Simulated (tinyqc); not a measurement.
From results back to parameters: carrier statistics of a doped semiconductor with parabolic bands. Three cases, with inputs chosen for the exercise.

Problem. With Boltzmann statistics and no minority carriers, p (p + ND)/(NA - ND - p) = K(T) = (N(T)/4) exp(-E/kB T), E the ionisation energy of the majority dopant and N = 2 (m kB T/(4 pi c))^(3/2) with c = hbar^2/2m0, in 1/angstrom^3; times 1e24 for 1/cm^3, m = m_d. E = EA is known; the two densities were computed from hidden NA and ND.

Constants: hbar^2/2m0 = 3.80998211 eV angstrom^2; kB = 8.617333262e-05 eV/K.

Case 1.

Values chosen (near those of GaAs; not measured data): EA = 0.0258 eV (acceptor level above Ev); m_d = 0.53 m0 (density-of-states mass of the majority band); Ta = 34 K; Tb = 77 K.

p(Ta) = 4.061115e+13 1/cm^3
p(Tb) = 1.632025e+14 1/cm^3

Case 2.

Values chosen (near those of GaP; not measured data): EA = 0.0546 eV (acceptor level above Ev); m_d = 0.828 m0 (density-of-states mass of the majority band); Ta = 73 K; Tb = 153 K.

p(Ta) = 9.645080e+13 1/cm^3
p(Tb) = 2.610861e+16 1/cm^3

Case 3.

Values chosen (near those of GaSb; not measured data): EA = 0.0132 eV (acceptor level above Ev); m_d = 0.431 m0 (density-of-states mass of the majority band); Ta = 21 K; Tb = 44 K.

p(Ta) = 8.074098e+14 1/cm^3
p(Tb) = 1.364811e+16 1/cm^3

Find: K(Ta), K(Tb); NA; ND.

Solution. Each temperature gives one linear equation, K NA - (K + p) ND = p^2 + K p; solve the pair.

Case 1.

K(Ta), K(Tb) (1/cm^3): 1.384e+13  6.447e+15

NA = 1.70e+14 1/cm^3
ND = 2.60e+12 1/cm^3

Case 2.

K(Ta), K(Tb) (1/cm^3): 9.647e+13  2.738e+16

NA = 2.20e+18 1/cm^3
ND = 1.10e+18 1/cm^3

Case 3.

K(Ta), K(Tb) (1/cm^3): 2.234e+13  3.068e+15

NA = 8.20e+16 1/cm^3
ND = 1.40e+15 1/cm^3

Computed by tinyqc, one run a case: `OMP_NUM_THREADS=1 python tinyqc.py N N+1 out.jsonl` with N = 1651621, 1651662, 1651779; one thread of a shared Intel(R) Xeon(R) Processor @ 2.30GHz, about 0.02 s a run at most.
